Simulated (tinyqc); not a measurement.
Film and buried-oxide thickness from two coupling ratios.

Problem. In a depleted film -dVT/dVb is k1 = Cs Cbox/(Cox (Cs + Cbox)) for a front channel and k2 = Cbox (Cox + Cs)/(Cox Cs) for a back channel, with Cox = eps0 eox/tox, Cs = eps0 eps_r/ts, Cbox = 3.9 eps0/tb. Find ts and tb.

Parameters, values chosen for the exercise; band and dielectric values close to those of silicon:
- eps_r = 11.8 (relative permittivity)
- eox = 3.9 (relative permittivity of the gate insulator (close to silicon dioxide))
- tox = 3.2 nm (insulator thickness)

coupling ratios for a front and a back channel: 0.036656635  0.090320604

Solution. With y = Cox/Cs and z = Cox/Cbox, 1/k1 = y + z and k2 = (1 + y)/z, so y = (k2/k1 - 1)/(1 + k2); the thicknesses follow from y and z.

ts = 13.0 nm
tb = 83.0 nm

tinyqc, about 0.4 s, one thread, Intel Xeon 2.30GHz (shared host): `OMP_NUM_THREADS=1 python tinyqc.py 2190139 2190140 out.jsonl`
